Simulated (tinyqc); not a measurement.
Speciation in dilute and buffered hydrofluoric acid, oxide etch rate and bath loading: one step, computed by the program tinyqc. Command: `OMP_NUM_THREADS=1 python tinyqc.py 3121441 3121442 out.jsonl hfetch walk`. One thread of a shared host (Intel(R) Xeon(R) Processor @ 2.30GHz), about 0.01 s of CPU time with the checks.

Concentrations stand for activities, NH4+ and Cl- are spectators, and water ionisation is neglected. H, F and HF2 denote the ions H+, F- and HF2-. The base temperature is 298 K.

Problem. One trial. Fluoride balance: [HF] + [F] + 2 [HF2] + 2 [H2F2] = HF added + NH4F added. Acid balance: [H] + [HF] + [HF2] + 2 [H2F2] = HF added + HCl added. For a trial [H], [HF] = [H][F]/K1, and the fluoride balance is a quadratic in [F]. Take pH = 3. The residual is the left side of the acid balance less the right.

Inputs (values chosen for the exercise, of the order of those for thermal oxide at room temperature):
```
quantity                 value   unit
HF added                 0.078  mol/L
NH4F added                   0  mol/L
HCl added                    0  mol/L
K1 = [H][F]/[HF]      0.000693  mol/L
K2 = [HF2]/([HF][F])      4.52  L/mol
K3 = [H2F2]/[HF]^2           0  L/mol
```

Give: [F]; [HF]; [HF2]; [H2F2]; residual.

Solution.

[F] = 0.02780 mol/L

[HF] = 0.04012 mol/L

[HF2] = 0.005041 mol/L

[H2F2] = 0 mol/L

residual = -0.03184 mol/L

The residual is negative, so the pH lies below 3.
